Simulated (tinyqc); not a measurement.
Worked calculation (part 1 of 2): CIS and TDHF on RHF in the sto-3g basis, for BeH2, spin multiplicity 1. Computed by tinyqc, a small Python program that keeps every step (integrals from PySCF). Settings: charge = 0, multiplicity = 1, basis = sto-3g, method = RHF, energy threshold = 1e-10, iteration cap = 67, orthogonalisation = symmetric, start = atomic densities, DIIS depth = 6, TDHF = 1. Command: `OMP_NUM_THREADS=1 python tinyqc.py 25719 25720 out.jsonl` (the two numbers bound the seeds that draw the settings). One thread of a shared host (Intel(R) Xeon(R) Processor @ 2.60GHz), about 0.09 s of CPU time with the checks. Later iterations appear only in the table of the cycle.

## One-electron integrals

Geometry (angstrom):
```
atom        x         y        z
Be    0.00000   0.00000  0.00000
H     0.00000   1.32400  0.00000
H     0.00000  -1.32400  0.00000
```

Basis sto-3g: exponents (1/bohr^2) and contraction coefficients of normalised primitives:
```
element  l (shell)  exponent  coefficient
Be           s (1)  30.16787      0.15433
Be           s (1)   5.49512      0.53533
Be           s (1)   1.48719      0.44463
Be           s (2)   1.31483     -0.09997
Be           s (2)   0.30554      0.39951
Be           s (2)   0.09937      0.70012
Be           p (3)   1.31483      0.15592
Be           p (3)   0.30554      0.60768
Be           p (3)   0.09937      0.39196
H            s (1)   3.42525      0.15433
H            s (1)   0.62391      0.53533
H            s (1)   0.16886      0.44463
```

Overlap, kinetic and nuclear-attraction integrals over the contracted functions; the nuclear repulsion is the sum of Za Zb / Rab.

nuclear repulsion = 3.3972857 hartree

overlap S, order 1Be 1s, 1Be 2s, 1Be 2px, 1Be 2py, 1Be 2pz, 2H 1s, 3H 1s:
```
[[1.00000, 0.25952, 0.00000, 0.00000, 0.00000, 0.07199, 0.07199],
 [0.25952, 1.00000, 0.00000, 0.00000, 0.00000, 0.46645, 0.46645],
 [0.00000, 0.00000, 1.00000, 0.00000, 0.00000, 0.00000, 0.00000],
 [0.00000, 0.00000, 0.00000, 1.00000, 0.00000, 0.53035, -0.53035],
 [0.00000, 0.00000, 0.00000, 0.00000, 1.00000, 0.00000, 0.00000],
 [0.07199, 0.46645, 0.00000, 0.53035, 0.00000, 1.00000, 0.03732],
 [0.07199, 0.46645, 0.00000, -0.53035, 0.00000, 0.03732, 1.00000]]
```

kinetic energy T (hartree), order 1Be 1s, 1Be 2s, 1Be 2px, 1Be 2py, 1Be 2pz, 2H 1s, 3H 1s:
```
[[6.69397, -0.03301, 0.00000, 0.00000, 0.00000, -0.01653, -0.01653],
 [-0.03301, 0.21111, 0.00000, 0.00000, 0.00000, 0.07162, 0.07162],
 [0.00000, 0.00000, 0.66059, 0.00000, 0.00000, 0.00000, 0.00000],
 [0.00000, 0.00000, 0.00000, 0.66059, 0.00000, 0.19934, -0.19934],
 [0.00000, 0.00000, 0.00000, 0.00000, 0.66059, 0.00000, 0.00000],
 [-0.01653, 0.07162, 0.00000, 0.19934, 0.00000, 0.76003, -0.00963],
 [-0.01653, 0.07162, 0.00000, -0.19934, 0.00000, -0.00963, 0.76003]]
```

nuclear attraction V (hartree), order 1Be 1s, 1Be 2s, 1Be 2px, 1Be 2py, 1Be 2pz, 2H 1s, 3H 1s:
```
[[-15.36045, -2.10669, 0.00000, 0.00000, 0.00000, -0.58411, -0.58411],
 [-2.10669, -3.05827, 0.00000, 0.00000, 0.00000, -1.39217, -1.39217],
 [0.00000, 0.00000, -2.96101, 0.00000, 0.00000, 0.00000, 0.00000],
 [0.00000, 0.00000, 0.00000, -3.19787, 0.00000, -1.54860, 1.54860],
 [0.00000, 0.00000, 0.00000, 0.00000, -2.96101, 0.00000, 0.00000],
 [-0.58411, -1.39217, 0.00000, -1.54860, 0.00000, -3.01165, -0.13001],
 [-0.58411, -1.39217, 0.00000, 1.54860, 0.00000, -0.13001, -3.01165]]
```

core Hamiltonian H = T + V (hartree), order 1Be 1s, 1Be 2s, 1Be 2px, 1Be 2py, 1Be 2pz, 2H 1s, 3H 1s:
```
[[-8.66648, -2.13971, 0.00000, 0.00000, 0.00000, -0.60064, -0.60064],
 [-2.13971, -2.84716, 0.00000, 0.00000, 0.00000, -1.32054, -1.32054],
 [0.00000, 0.00000, -2.30041, 0.00000, 0.00000, 0.00000, 0.00000],
 [0.00000, 0.00000, 0.00000, -2.53728, 0.00000, -1.34926, 1.34926],
 [0.00000, 0.00000, 0.00000, 0.00000, -2.30041, 0.00000, 0.00000],
 [-0.60064, -1.32054, 0.00000, -1.34926, 0.00000, -2.25162, -0.13964],
 [-0.60064, -1.32054, 0.00000, 1.34926, 0.00000, -0.13964, -2.25162]]
```

## Two-electron integrals

Functions are numbered as in S; the eight-fold symmetry (ij|kl) = (ji|kl) = (kl|ij) leaves the list below.

Two-electron integrals (ij|kl) in chemists' order, unique and non-zero (hartree):
```
(11|11) 2.29883    (21|11) 0.39204    (21|21) 0.07954    (22|11) 0.57099
(22|21) 0.14304    (22|22) 0.41768    (31|31) 0.01461    (32|31) 0.02189
(32|32) 0.09226    (33|11) 0.56958    (33|21) 0.14308    (33|22) 0.41759
(33|33) 0.44986    (41|41) 0.01461    (42|41) 0.02189    (42|42) 0.09226
(43|43) 0.02425    (44|11) 0.56958    (44|21) 0.14308    (44|22) 0.41759
(44|33) 0.40136    (44|44) 0.44986    (51|51) 0.01461    (52|51) 0.02189
(52|52) 0.09226    (53|53) 0.02425    (54|54) 0.02425    (55|11) 0.56958
(55|21) 0.14308    (55|22) 0.41759    (55|33) 0.40136    (55|44) 0.40136
(55|55) 0.44986    (61|11) 0.10774    (61|21) 0.02184    (61|22) 0.03953
(61|33) 0.03924    (61|41) 0.00197    (61|42) 0.00366    (61|44) 0.04013
(61|55) 0.03924    (61|61) 0.00630    (62|11) 0.23131    (62|21) 0.05863
(62|22) 0.18290    (62|33) 0.17634    (62|41) 0.00772    (62|42) 0.04478
(62|44) 0.19587    (62|55) 0.17634    (62|61) 0.01777    (62|62) 0.11355
(63|31) 0.00575    (63|32) 0.02595    (63|43) 0.00804    (63|63) 0.01133
(64|11) 0.23788    (64|21) 0.06110    (64|22) 0.20004    (64|33) 0.18823
(64|41) 0.01268    (64|42) 0.07020    (64|44) 0.22347    (64|55) 0.18823
(64|61) 0.01949    (64|62) 0.14206    (64|64) 0.18499    (65|51) 0.00575
(65|52) 0.02595    (65|54) 0.00804    (65|65) 0.01133    (66|11) 0.39568
(66|21) 0.10219    (66|22) 0.35441    (66|33) 0.32870    (66|41) 0.01684
(66|42) 0.12205    (66|44) 0.40553    (66|55) 0.32870    (66|61) 0.03202
(66|62) 0.27228    (66|64) 0.36357    (66|66) 0.77461    (71|11) 0.10774
(71|21) 0.02184    (71|22) 0.03953    (71|33) 0.03924    (71|41) -0.00197
(71|42) -0.00366   (71|44) 0.04013    (71|55) 0.03924    (71|61) 0.00573
(71|62) 0.01499    (71|64) 0.01496    (71|66) 0.02566    (71|71) 0.00630
(72|11) 0.23131    (72|21) 0.05863    (72|22) 0.18290    (72|33) 0.17634
(72|41) -0.00772   (72|42) -0.04478   (72|44) 0.19587    (72|55) 0.17634
(72|61) 0.01499    (72|62) 0.06249    (72|64) 0.06145    (72|66) 0.11176
(72|71) 0.01777    (72|72) 0.11355    (73|31) 0.00575    (73|32) 0.02595
(73|43) -0.00804   (73|63) 0.00512    (73|73) 0.01133    (74|11) -0.23788
(74|21) -0.06110   (74|22) -0.20004   (74|33) -0.18823   (74|41) 0.01268
(74|42) 0.07020    (74|44) -0.22347   (74|55) -0.18823   (74|61) -0.01496
(74|62) -0.06145   (74|64) -0.05727   (74|66) -0.10735   (74|71) -0.01949
(74|72) -0.14206   (74|74) 0.18499    (75|51) 0.00575    (75|52) 0.02595
(75|54) -0.00804   (75|65) 0.00512    (75|75) 0.01133    (76|11) 0.02376
(76|21) 0.00587    (76|22) 0.01645    (76|33) 0.01619    (76|44) 0.01698
(76|55) 0.01619    (76|61) 0.00163    (76|62) 0.00740    (76|64) 0.00823
(76|66) 0.01474    (76|71) 0.00163    (76|72) 0.00740    (76|74) -0.00823
(76|76) 0.00066    (77|11) 0.39568    (77|21) 0.10219    (77|22) 0.35441
(77|33) 0.32870    (77|41) -0.01684   (77|42) -0.12205   (77|44) 0.40553
(77|55) 0.32870    (77|61) 0.02566    (77|62) 0.11176    (77|64) 0.10735
(77|66) 0.19979    (77|71) 0.03202    (77|72) 0.27228    (77|74) -0.36357
(77|76) 0.01474    (77|77) 0.77461
```

## Orthogonalisation

S = U s U^T; symmetric (Loewdin) form X = U s^(-1/2) U^T, so that X^T S X = 1.

eigenvalues of S: [0.23108, 0.33718, 0.93613, 1.00000, 1.00000, 1.73160, 1.76401]

X, order 1Be 1s, 1Be 2s, 1Be 2px, 1Be 2py, 1Be 2pz, 2H 1s, 3H 1s:
```
[[1.02833, -0.15305, 0.00000, 0.00000, 0.00000, 0.01727, 0.01727],
 [-0.15305, 1.26968, 0.00000, 0.00000, 0.00000, -0.32317, -0.32317],
 [0.00000, 0.00000, 1.00000, 0.00000, 0.00000, 0.00000, 0.00000],
 [0.00000, 0.00000, 0.00000, 1.40367, 0.00000, -0.46666, 0.46666],
 [0.00000, 0.00000, 0.00000, 0.00000, 1.00000, 0.00000, 0.00000],
 [0.01727, -0.32317, 0.00000, -0.46666, 0.00000, 1.32356, -0.11295],
 [0.01727, -0.32317, 0.00000, 0.46666, 0.00000, -0.11295, 1.32356]]
```

## Starting guess

The start is atomic minimal-basis densities projected into this basis (PySCF's MINAO start) and scaled to the electron count of each spin; this density is not idempotent, so its energy is not variational and may lie below the converged one.

D at the start, order 1Be 1s, 1Be 2s, 1Be 2px, 1Be 2py, 1Be 2pz, 2H 1s, 3H 1s:
```
[[2.15476, -0.52319, 0.00000, 0.00000, 0.00000, -0.02517, -0.02517],
 [-0.52319, 2.04641, 0.00000, 0.00000, 0.00000, 0.13007, 0.13007],
 [0.00000, 0.00000, 0.00000, 0.00000, 0.00000, 0.00000, 0.00000],
 [0.00000, 0.00000, 0.00000, 0.00398, 0.00000, 0.04139, -0.04139],
 [0.00000, 0.00000, 0.00000, 0.00000, 0.00000, 0.00000, 0.00000],
 [-0.02517, 0.13007, 0.00000, 0.04139, 0.00000, 0.87122, 0.00982],
 [-0.02517, 0.13007, 0.00000, -0.04139, 0.00000, 0.00982, 0.87122]]
```

## Iteration 1: building the Fock matrix

J_ij = sum D_kl (ij|kl), K_ij = sum D_kl (ik|jl); F = H + J - 0.5 K; E = tr D H + tr D J / 2 - 0.25 tr D K + E_nn.

Coulomb J (hartree), order 1Be 1s, 1Be 2s, 1Be 2px, 1Be 2py, 1Be 2pz, 2H 1s, 3H 1s:
```
[[6.55275, 1.27140, 0.00000, 0.00000, 0.00000, 0.35141, 0.35141],
 [1.27140, 2.67923, 0.00000, 0.00000, 0.00000, 1.20786, 1.20786],
 [0.00000, 0.00000, 2.62575, 0.00000, 0.00000, 0.00000, 0.00000],
 [0.00000, 0.00000, 0.00000, 2.77573, 0.00000, 1.34059, -1.34059],
 [0.00000, 0.00000, 0.00000, 0.00000, 2.62575, 0.00000, 0.00000],
 [0.35141, 1.20786, 0.00000, 1.34059, 0.00000, 2.45773, 0.10954],
 [0.35141, 1.20786, 0.00000, -1.34059, 0.00000, 0.10954, 2.45773]]
```

exchange K (hartree), order 1Be 1s, 1Be 2s, 1Be 2px, 1Be 2py, 1Be 2pz, 2H 1s, 3H 1s:
```
[[4.71796, 0.84220, 0.00000, 0.00000, 0.00000, 0.25768, 0.25768],
 [0.84220, 1.17258, 0.00000, 0.00000, 0.00000, 0.69108, 0.69108],
 [0.00000, 0.00000, 0.23157, 0.00000, 0.00000, 0.00000, 0.00000],
 [0.00000, 0.00000, 0.00000, 0.59262, 0.00000, 0.45136, -0.45136],
 [0.00000, 0.00000, 0.00000, 0.00000, 0.23157, 0.00000, 0.00000],
 [0.25768, 0.69108, 0.00000, 0.45136, 0.00000, 1.00427, 0.17338],
 [0.25768, 0.69108, 0.00000, -0.45136, 0.00000, 0.17338, 1.00427]]
```

Fock matrix F (hartree), order 1Be 1s, 1Be 2s, 1Be 2px, 1Be 2py, 1Be 2pz, 2H 1s, 3H 1s:
```
[[-4.47271, -1.28941, 0.00000, 0.00000, 0.00000, -0.37807, -0.37807],
 [-1.28941, -0.75422, 0.00000, 0.00000, 0.00000, -0.45822, -0.45822],
 [0.00000, 0.00000, 0.20955, 0.00000, 0.00000, 0.00000, 0.00000],
 [0.00000, 0.00000, 0.00000, -0.05786, 0.00000, -0.23436, 0.23436],
 [0.00000, 0.00000, 0.00000, 0.00000, 0.20955, 0.00000, 0.00000],
 [-0.37807, -0.45822, 0.00000, -0.23436, 0.00000, -0.29603, -0.11679],
 [-0.37807, -0.45822, 0.00000, 0.23436, 0.00000, -0.11679, -0.29603]]
```

total energy of this density = -15.4212815 hartree

This density is the starting one; it is not idempotent, so its energy is not variational and may lie below the converged one.

## Iteration 1: diagonalisation and new density

Diagonalise F' = X^T F X, C = X C', fill 3 alpha and 3 beta electrons from the bottom; D = 2 C_occ C_occ^T. Each column has its largest component positive (the first on a tie).

F' = X^T F X (hartree):
```
[[-4.36378, -0.67075, 0.00000, 0.00000, 0.00000, -0.07432, -0.07432],
 [-0.67075, -0.22848, 0.00000, 0.00000, 0.00000, -0.33501, -0.33501],
 [0.00000, 0.00000, 0.20955, 0.00000, 0.00000, 0.00000, 0.00000],
 [0.00000, 0.00000, 0.00000, 0.42199, 0.00000, -0.41657, 0.41657],
 [0.00000, 0.00000, 0.00000, 0.00000, 0.20955, 0.00000, 0.00000],
 [-0.07432, -0.33501, 0.00000, -0.41657, 0.00000, 0.09118, -0.14217],
 [-0.07432, -0.33501, 0.00000, 0.41657, 0.00000, -0.14217, 0.09118]]
```

orbital energies (hartree): [-4.47708, -0.53596, -0.26896, 0.20955, 0.20955, 0.36980, 0.92430]

coefficients C, order 1Be 1s, 1Be 2s, 1Be 2px, 1Be 2py, 1Be 2pz, 2H 1s, 3H 1s:
```
[[0.99065, -0.24361, 0.00000, 0.00000, 0.00000, -0.20185, 0.00000],
 [0.03395, 0.63204, 0.00000, 0.00000, 0.00000, 1.20157, 0.00000],
 [0.00000, 0.00000, 0.00000, -0.11219, 0.99369, 0.00000, 0.00000],
 [0.00000, 0.00000, 0.40853, 0.00000, 0.00000, 0.00000, 1.49631],
 [0.00000, 0.00000, 0.00000, 0.99369, 0.11219, 0.00000, 0.00000],
 [-0.00002, 0.34165, 0.47017, 0.00000, 0.00000, -0.84899, -1.01414],
 [-0.00002, 0.34165, -0.47017, 0.00000, 0.00000, -0.84899, 1.01414]]
```

D after iteration 1, order 1Be 1s, 1Be 2s, 1Be 2px, 1Be 2py, 1Be 2pz, 2H 1s, 3H 1s:
```
[[2.08148, -0.24067, 0.00000, 0.00000, 0.00000, -0.16650, -0.16650],
 [-0.24067, 0.80127, 0.00000, 0.00000, 0.00000, 0.43187, 0.43187],
 [0.00000, 0.00000, 0.00000, 0.00000, 0.00000, 0.00000, 0.00000],
 [0.00000, 0.00000, 0.00000, 0.33379, 0.00000, 0.38416, -0.38416],
 [0.00000, 0.00000, 0.00000, 0.00000, 0.00000, 0.00000, 0.00000],
 [-0.16650, 0.43187, 0.00000, 0.38416, 0.00000, 0.67558, -0.20868],
 [-0.16650, 0.43187, 0.00000, -0.38416, 0.00000, -0.20868, 0.67558]]
```

Within a degenerate level the vectors are fixed only up to a rotation; this is one choice.

## Iteration 6 (converged): orbitals

converged F (hartree), order 1Be 1s, 1Be 2s, 1Be 2px, 1Be 2py, 1Be 2pz, 2H 1s, 3H 1s:
```
[[-4.51591, -1.28795, 0.00000, 0.00000, 0.00000, -0.36743, -0.36743],
 [-1.28795, -0.63526, 0.00000, 0.00000, 0.00000, -0.42304, -0.42304],
 [0.00000, 0.00000, 0.21168, 0.00000, 0.00000, 0.00000, 0.00000],
 [0.00000, 0.00000, 0.00000, -0.24299, 0.00000, -0.33637, 0.33637],
 [0.00000, 0.00000, 0.00000, 0.00000, 0.21168, 0.00000, 0.00000],
 [-0.36743, -0.42304, 0.00000, -0.33637, 0.00000, -0.31989, -0.05257],
 [-0.36743, -0.42304, 0.00000, 0.33637, 0.00000, -0.05257, -0.31989]]
```

As before.

F' = X^T F X (hartree):
```
[[-4.40673, -0.68769, 0.00000, 0.00000, 0.00000, -0.06251, -0.06251],
 [-0.68769, -0.08549, 0.00000, 0.00000, 0.00000, -0.34006, -0.34006],
 [0.00000, 0.00000, 0.21168, 0.00000, 0.00000, 0.00000, 0.00000],
 [0.00000, 0.00000, 0.00000, 0.28614, 0.00000, -0.48638, 0.48638],
 [0.00000, 0.00000, 0.00000, 0.00000, 0.21168, 0.00000, 0.00000],
 [-0.06251, -0.34006, 0.00000, -0.48638, 0.00000, 0.11165, -0.13285],
 [-0.06251, -0.34006, 0.00000, 0.48638, 0.00000, -0.13285, 0.11165]]
```

orbital energies (hartree): [-4.51936, -0.45875, -0.42285, 0.21168, 0.21168, 0.46469, 0.95348]

coefficients C, order 1Be 1s, 1Be 2s, 1Be 2px, 1Be 2py, 1Be 2pz, 2H 1s, 3H 1s:
```
[[0.99175, -0.22496, 0.00000, 0.00000, 0.00000, -0.21750, 0.00000],
 [0.03175, 0.55505, 0.00000, 0.00000, 0.00000, 1.23908, 0.00000],
 [0.00000, 0.00000, 0.00000, 0.03818, 0.99927, 0.00000, 0.00000],
 [0.00000, 0.00000, 0.50375, 0.00000, 0.00000, 0.00000, 1.46699],
 [0.00000, 0.00000, 0.00000, 0.99927, -0.03818, 0.00000, 0.00000],
 [-0.00272, 0.39460, 0.40409, 0.00000, 0.00000, -0.82571, -1.04224],
 [-0.00272, 0.39460, -0.40409, 0.00000, 0.00000, -0.82571, 1.04224]]
```

D after iteration 6, order 1Be 1s, 1Be 2s, 1Be 2px, 1Be 2py, 1Be 2pz, 2H 1s, 3H 1s:
```
[[2.06836, -0.18675, 0.00000, 0.00000, 0.00000, -0.18294, -0.18294],
 [-0.18675, 0.61817, 0.00000, 0.00000, 0.00000, 0.43787, 0.43787],
 [0.00000, 0.00000, 0.00000, 0.00000, 0.00000, 0.00000, 0.00000],
 [0.00000, 0.00000, 0.00000, 0.50753, 0.00000, 0.40713, -0.40713],
 [0.00000, 0.00000, 0.00000, 0.00000, 0.00000, 0.00000, 0.00000],
 [-0.18294, 0.43787, 0.00000, 0.40713, 0.00000, 0.63802, -0.01515],
 [-0.18294, 0.43787, 0.00000, -0.40713, 0.00000, -0.01515, 0.63802]]
```

Within a degenerate level the vectors are fixed only up to a rotation; this is one choice.

## Convergence

Stop when the energy changes by less than 1e-10 hartree and every element of the error matrix X^T (F D S - S D F) X is below 3e-06.

Course of the cycle:
```
iteration  E (hartree)     change  largest element of the error matrix
1          -15.4212815          -                             4.09e-01
2          -15.5461697  -1.25e-01                             9.82e-02
3          -15.5599466  -1.38e-02                             1.52e-02
4          -15.5604440  -4.97e-04                             5.15e-04
5          -15.5604443  -3.60e-07                             7.27e-06
6          -15.5604443  -7.84e-11                             7.11e-07
```

PySCF RHF in the same basis = -15.5604443 hartree

Converged in 6 iterations.

## Populations, bond orders and dipole

Mulliken: Z minus the diagonal of D S on the atom; Loewdin: the same with S^(1/2) D S^(1/2); Mayer order: 2 sum_s sum (D(s) S)_ij (D(s) S)_ji over the two atoms.

Charges (e):
```
atom  Mulliken   Loewdin
1Be    0.08889   0.07110
2H    -0.04444  -0.03555
3H    -0.04444  -0.03555
```

Mayer bond orders:
```
pair    order
2-1   0.99776
3-1   0.99776
3-2   0.00026
```

dipole moment about the origin, x y z (debye): [0.00000, 0.00000, 0.00000]

## Integrals over molecular orbitals

(pq|rs) = sum C_ip C_jq C_kr C_ls (ij|kl), one index at a time.

one-electron integrals over orbitals h = C^T H C (hartree):
```
[[-8.65482, 0.22599, 0.00000, 0.00000, 0.00000, 0.19319, 0.00000],
 [0.22599, -2.46970, 0.00000, 0.00000, 0.00000, -0.17009, 0.00000],
 [0.00000, 0.00000, -2.43226, 0.00000, 0.00000, 0.00000, -0.27898],
 [0.00000, 0.00000, 0.00000, -2.30041, 0.00000, 0.00000, 0.00000],
 [0.00000, 0.00000, 0.00000, 0.00000, -2.30041, 0.00000, 0.00000],
 [0.19319, -0.17009, 0.00000, 0.00000, 0.00000, -1.91586, 0.00000],
 [0.00000, 0.00000, -0.27898, 0.00000, 0.00000, 0.00000, -1.79687]]
```

Two-electron integrals over orbitals (pq|rs), unique and non-zero (hartree):
```
(11|11) 2.27149    (21|11) -0.19928   (21|21) 0.02683    (22|11) 0.48892
(22|21) -0.00676   (22|22) 0.39926    (31|31) 0.00606    (32|31) 0.01428
(32|32) 0.16456    (33|11) 0.45951    (33|21) -0.00284   (33|22) 0.41262
(33|33) 0.43577    (41|41) 0.01577    (42|41) 0.01530    (42|42) 0.04951
(43|43) 0.01472    (44|11) 0.56917    (44|21) -0.00807   (44|22) 0.36970
(44|33) 0.35718    (44|44) 0.44986    (51|51) 0.01577    (52|51) 0.01530
(52|52) 0.04951    (53|53) 0.01472    (54|54) 0.02425    (55|11) 0.56917
(55|21) -0.00807   (55|22) 0.36970    (55|33) 0.35718    (55|44) 0.40136
(55|55) 0.44986    (61|11) -0.18073   (61|21) 0.02500    (61|22) -0.00679
(61|33) -0.00413   (61|44) -0.00470   (61|55) -0.00470   (61|61) 0.02354
(62|11) 0.11056    (62|21) -0.00666   (62|22) -0.02500   (62|33) -0.04793
(62|44) 0.05181    (62|55) 0.05181    (62|61) -0.00393   (62|62) 0.07757
(63|31) -0.00271   (63|32) -0.09483   (63|63) 0.08342    (64|41) 0.01635
(64|42) 0.04744    (64|64) 0.05093    (65|51) 0.01635    (65|52) 0.04744
(65|65) 0.05093    (66|11) 0.47639    (66|21) -0.00659   (66|22) 0.39756
(66|33) 0.40859    (66|44) 0.36777    (66|55) 0.36777    (66|61) -0.00603
(66|62) -0.03518   (66|66) 0.41228    (71|31) 0.01128    (71|32) 0.02057
(71|63) -0.00214   (71|71) 0.02146    (72|31) 0.00347    (72|32) -0.04447
(72|63) 0.06120    (72|71) 0.00730    (72|72) 0.05658    (73|11) 0.13961
(73|21) -0.00512   (73|22) -0.00608   (73|33) -0.02128   (73|44) 0.05888
(73|55) 0.05888    (73|61) -0.00329   (73|62) 0.07288    (73|66) -0.02664
(73|73) 0.08229    (74|43) 0.01378    (74|74) 0.01653    (75|53) 0.01378
(75|75) 0.01653    (76|31) 0.01131    (76|32) 0.14290    (76|63) -0.09555
(76|71) 0.01644    (76|72) -0.05599   (76|76) 0.14086    (77|11) 0.57842
(77|21) -0.00911   (77|22) 0.42905    (77|33) 0.44788    (77|44) 0.39153
(77|55) 0.39153    (77|61) -0.00884   (77|62) -0.03724   (77|66) 0.43672
(77|73) -0.01159   (77|77) 0.48997
```

## CIS matrix, singlets

A(ia,jb) = (e_a - e_i) d_ij d_ab + 2 (ia|jb) - (ij|ab).

CIS matrix A, singlet (hartree), order 1>4, 1>5, 1>6, 1>7, 2>4, 2>5, 2>6, 2>7, 3>4, 3>5, 3>6, 3>7:
```
[[4.19340, 0.00000, 0.00000, 0.00000, 0.03868, 0.00000, 0.00000, 0.00000, 0.00000, 0.00000, 0.00000, 0.00000],
 [0.00000, 4.19340, 0.00000, 0.00000, 0.00000, 0.03868, 0.00000, 0.00000, 0.00000, 0.00000, 0.00000, 0.00000],
 [0.00000, 0.00000, 4.55475, 0.00000, 0.00000, 0.00000, -0.00127, 0.00000, 0.00000, 0.00000, 0.00000, -0.01789],
 [0.00000, 0.00000, 0.00000, 4.93734, 0.00000, 0.00000, 0.00000, 0.02370, 0.00000, 0.00000, -0.01559, 0.00000],
 [0.03868, 0.00000, 0.00000, 0.00000, 0.39975, 0.00000, 0.00000, 0.00000, 0.00000, 0.00000, 0.00000, 0.00000],
 [0.00000, 0.03868, 0.00000, 0.00000, 0.00000, 0.39975, 0.00000, 0.00000, 0.00000, 0.00000, 0.00000, 0.00000],
 [0.00000, 0.00000, -0.00127, 0.00000, 0.00000, 0.00000, 0.68102, 0.00000, 0.00000, 0.00000, 0.00000, 0.00286],
 [0.00000, 0.00000, 0.00000, 0.02370, 0.00000, 0.00000, 0.00000, 1.09634, 0.00000, 0.00000, -0.02050, 0.00000],
 [0.00000, 0.00000, 0.00000, 0.00000, 0.00000, 0.00000, 0.00000, 0.00000, 0.30680, 0.00000, 0.00000, 0.00000],
 [0.00000, 0.00000, 0.00000, 0.00000, 0.00000, 0.00000, 0.00000, 0.00000, 0.00000, 0.30680, 0.00000, 0.00000],
 [0.00000, 0.00000, 0.00000, -0.01559, 0.00000, 0.00000, 0.00000, -0.02050, 0.00000, 0.00000, 0.64578, 0.00000],
 [0.00000, 0.00000, -0.01789, 0.00000, 0.00000, 0.00000, 0.00286, 0.00000, 0.00000, 0.00000, 0.00000, 1.09304]]
```
